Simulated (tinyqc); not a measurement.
## Single-junction solar cell, detailed-balance limit: effect of the cell temperature

Every photon above the gap Eg makes one pair and none below is absorbed; carriers thermalise at T and move without loss. Jsc = q fs X Phi(Eg, Ts); the dark current is J0 = q ge Phi(Eg, T)/ERE with the Boltzmann factor exp(V/Vt). The efficiency is the electrical power over fs X sigma Ts^4.

Photon flux above E from a black body at temperature T into a hemisphere: Phi(E, T) = A sum_k exp(-k E/th)[E^2 th/k + 2 E th^2/k^2 + 2 th^3/k^3], k = 1, 2, ..., with th = kB T/q in eV and A = 2 pi q^3/(h^3 c^2). J(V) = Jsc - J0 (exp(V/Vt) - 1); Voc = Vt ln(1 + Jsc/J0); at maximum power v = Vmp/Vt solves (1 + v) exp(v) = 1 + Jsc/J0. Pin = fs X sigma Ts^4, sigma = 2 pi^5 kB^4/(15 h^3 c^2). FF = Vmp Jmp/(Voc Jsc).

Parameters, values chosen for the exercise:
- Ts = 5760 K (temperature of the black-body sun)
- fs = 2.16e-5 (share of the hemisphere filled by the sun)
- X = 10 (concentration)
- ERE = 1 (external radiative efficiency)
- ge = 1 (number of faces that emit)
- Eg = 2.27 eV (band gap)

Constants: q = 1.602176634e-19 C, kB = 1.380649e-23 J/K, h = 6.62607015e-34 J s, c = 299792458 m/s, Vt = kB T/q. Results are converted to the units shown.

The same in every row: Jsc (mA/cm^2) = 139.03.

Effect of the cell temperature:
```
T (K),Voc (V),Eg/q - Voc (V),FF,efficiency (%)
200,2.1108,0.15920,0.95290,20.742
240,2.0751,0.19487,0.94457,20.213
280,2.0389,0.23114,0.93629,19.685
320,2.0021,0.26793,0.92803,19.160
360,1.9648,0.30516,0.91977,18.636
400,1.9272,0.34281,0.91146,18.114
440,1.8892,0.38082,0.90309,17.594
480,1.8508,0.41916,0.89465,17.075
```

What does the comparison show?

As T goes from 200 to 480 K, Jsc stays at 139 mA/cm^2, Voc falls from 2.11 to 1.85 V and the efficiency falls from 20.7 to 17.1 %. Voc changes by -0.928 mV/K on average with Eg fixed, and the efficiency by -0.069 % of itself per kelvin.

Program tinyqc, `OMP_NUM_THREADS=1 python tinyqc.py 2820130 2820131 out.jsonl`; Intel Xeon 2.30GHz, shared host, one thread, about 0.01 s.
